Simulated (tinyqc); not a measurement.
# Single-junction solar cell, detailed-balance limit: several studies

Every photon above the gap Eg makes one pair and none below is absorbed; carriers thermalise at T and move without loss. Jsc = q fs X Phi(Eg, Ts); the dark current is J0 = q ge Phi(Eg, T)/ERE with the Boltzmann factor exp(V/Vt). The efficiency is the electrical power over fs X sigma Ts^4.

Parameters, values chosen for the exercise:
```
symbol,value,unit,meaning
T,320,K,cell temperature
Ts,5778,K,temperature of the black-body sun
fs,2.16e-5,,share of the hemisphere filled by the sun
X,1,,concentration
ERE,0.1,,external radiative efficiency
ge,1,,number of faces that emit
Eg,1,eV,band gap
```

Constants: q = 1.602176634e-19 C, kB = 1.380649e-23 J/K, h = 6.62607015e-34 J s, c = 299792458 m/s, Vt = kB T/q. Results are converted to the units shown.

Each table varies one quantity; the others keep the values above.

## Effect of the band gap

Photon flux above E from a black body at temperature T into a hemisphere: Phi(E, T) = A sum_k exp(-k E/th)[E^2 th/k + 2 E th^2/k^2 + 2 th^3/k^3], k = 1, 2, ..., with th = kB T/q in eV and A = 2 pi q^3/(h^3 c^2). J(V) = Jsc - J0 (exp(V/Vt) - 1); Voc = Vt ln(1 + Jsc/J0); at maximum power v = Vmp/Vt solves (1 + v) exp(v) = 1 + Jsc/J0. Pin = fs X sigma Ts^4, sigma = 2 pi^5 kB^4/(15 h^3 c^2). FF = Vmp Jmp/(Voc Jsc).

Effect of the band gap:
```
Eg (eV)  Jsc (mA/cm^2)  Voc (V)  Eg/q - Voc (V)      FF  efficiency (%)
0.5              86.45   0.2366          0.2634  0.6632           9.936
0.75             73.24   0.4606          0.2894  0.7820           19.32
1                59.64   0.6896          0.3104  0.8366           25.21
1.25             47.06   0.9211          0.3289  0.8682           27.57
1.5              36.16    1.154          0.3461  0.8891           27.17
1.75             27.18    1.388          0.3623  0.9038           24.97
2                20.04    1.622          0.3779  0.9149           21.79
2.25             14.54    1.857          0.3932  0.9236           18.27
2.5              10.41    2.092          0.4082  0.9305           14.84
```

As Eg goes from 0.5 to 2.5 eV, Jsc falls from 86.5 to 10.4 mA/cm^2, Voc rises from 0.237 to 2.09 V and the efficiency goes from 9.94 through a maximum of 27.6 (at Eg = 1.25 eV among the rows listed) to 14.8 %. A wider gap raises the voltage and loses photons, hence the maximum.

## Effect of the concentration

Same model as above.

FF = Vmp Jmp/(Voc Jsc).

Effect of the concentration:
```
X     Jsc (mA/cm^2)  Voc (V)  Eg/q - Voc (V)      FF  efficiency (%)
1             59.64   0.6896          0.3104  0.8366           25.21
3             178.9   0.7199          0.2801  0.8417           26.47
10            596.4   0.7531          0.2469  0.8469           27.86
30             1789   0.7834          0.2166  0.8513           29.14
100            5964   0.8166          0.1834  0.8558           30.53
300         1.789e4   0.8469          0.1531  0.8597           31.81
1000        5.964e4   0.8801          0.1199  0.8637           33.21
3000        1.789e5   0.9104         0.08962  0.8671           34.49
```

As X goes from 1 to 3000, Jsc rises from 59.6 to 1.79e5 mA/cm^2, Voc rises from 0.690 to 0.910 V and the efficiency rises from 25.2 to 34.5 %. Voc gains 63.5 mV a decade of concentration (Vt ln 10), while Jsc/Pin stays the same. For X = 300 to 3000 Voc lies within 6 Vt of the gap, where the Boltzmann form of the emission begins to fail. For X = 1000 to 3000 the current passes 20 A/cm^2, where series resistance and heating, left out here, would dominate.

## Effect of the external radiative efficiency

Same model as above.

FF = Vmp Jmp/(Voc Jsc).

The same in every row: Jsc (mA/cm^2) = 59.644.

Result of one run:
```
ERE   Voc (V)  Eg/q - Voc (V)       FF  efficiency (%)
1e-6  0.37213         0.62787  0.74788          12.159
```

What becomes of these results when the external radiative efficiency ERE is changed from 1e-6 to 0.01, all else the same?

Result of the changed run:
```
ERE   Voc (V)  Eg/q - Voc (V)       FF  efficiency (%)
0.01  0.62611         0.37389  0.82468          22.559
```

The whole series:
```
ERE     Voc (V)  Eg/q - Voc (V)       FF  efficiency (%)
1e-6    0.37213         0.62787  0.74788          12.159
1e-5    0.43563         0.56437  0.77345          14.721
0.0001  0.49912         0.50088  0.79390          17.313
0.001   0.56262         0.43738  0.81067          19.927
0.01    0.62611         0.37389  0.82468          22.559
0.1     0.68960         0.31040  0.83659          25.206
1       0.75310         0.24690  0.84685          27.864
```

As ERE goes from 1e-6 to 1, Jsc stays at 59.6 mA/cm^2, Voc rises from 0.372 to 0.753 V and the efficiency rises from 12.2 to 27.9 %. Each decade of ERE is worth 63.5 mV (Vt ln 10).

Computed by the program tinyqc: `OMP_NUM_THREADS=1 python tinyqc.py 2820131 2820132 out.jsonl`, one thread of a shared Intel Xeon 2.30GHz, about 0.01 s for the whole run.
